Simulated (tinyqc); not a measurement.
Length of a molecular wire: coherent transport through a tight-binding bridge. Computed by the program tinyqc. T = Gamma_L Gamma_R |G_1n|^2 with the self-energies of semi-infinite chains.

A uniform bridge between two chains:
```
parameter                        value
site energy (eV)              5.430000
hopping in the bridge (eV)    1.430000
lead hopping (eV)             2.150000
couplings (eV)              1.16, 0.75
E (eV)                       -0.340000
```

Transmission against length:
```
sites           T      ln T
2      1.3762e-03   -6.5884
3      9.6840e-05   -9.2425
4      6.8146e-06  -11.8964
6      3.3746e-08  -17.2044
7      2.3747e-09  -19.8584
8      1.6711e-10  -22.5124
9      1.1759e-11  -25.1664
10     8.2751e-13  -27.8204
```

Estimate the missing row, sites = 5.

Computed row:
```
sites           T      ln T
5      4.7954e-07  -14.5504
```

E lies outside the band of the bridge (|E - e|/2h = 2.017 > 1), so T decays as exp(-beta n) with beta = 2 arccosh(2.017) = 2.6540 a site; the last two rows give 2.6540.
